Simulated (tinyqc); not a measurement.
Hopping conduction between localised states: one step, computed by the program tinyqc. Command: `OMP_NUM_THREADS=1 python tinyqc.py 3021753 3021754 out.jsonl hop walk`. One thread of a shared host (Intel(R) Xeon(R) Processor @ 2.30GHz), about 0.01 s of CPU time with the checks.

Energies are counted from the Fermi level. A small network shows the mechanism; the laws of an infinite system follow.

Question. Total conductivity. Mott: T_M = 13.8/(k_B g_0 xi^2), exponent (T_M/T)^(1/3), mean hop r = (1/3) xi times the exponent. Efros-Shklovskii: T_ES = 6.5 e^2/(4 pi eps eps_0 k_B xi), exponent (T_ES/T)^(1/2). Coulomb gap width g_0 (e^2/(4 pi eps eps_0))^2. The numerical coefficients come from percolation theory and are given. sigma = s_1 exp(-E_a/k_B T) + s_2 exp(-larger of the two exponents); reduced activation energy w = d ln(sigma)/d ln(T) by a central difference of +/- 1 %.

Inputs (values chosen for the exercise, for a model impurity band):
```
quantity,value,unit
localisation length xi,0.43,nm
density of states g_0,1.4e+13,1/(eV cm^2)
permittivity eps,8.4,-
activation energy E_a to extended states,0.032,eV
prefactor of activated conduction,260,microsiemens
prefactor of hopping,7.3,microsiemens
temperature T,19,K
```

Dimension: 2D.

Constants: k_B = 8.617333262e-05 eV/K; e^2/(4 pi eps_0) = 14.39964548 eV angstrom.

Give: activated part; hopping part; conductivity; reduced activation energy w.

Answer.

activated part = 8.451e-07 microsiemens

hopping part = 9.675e-30 microsiemens

conductivity = 8.451e-07 microsiemens

reduced activation energy w = 19.55

Activation to extended states carries 100 %. For sigma = s exp(-(T_0/T)^p), w = p (T_0/T)^p, so the slope of ln w against ln T gives -p.
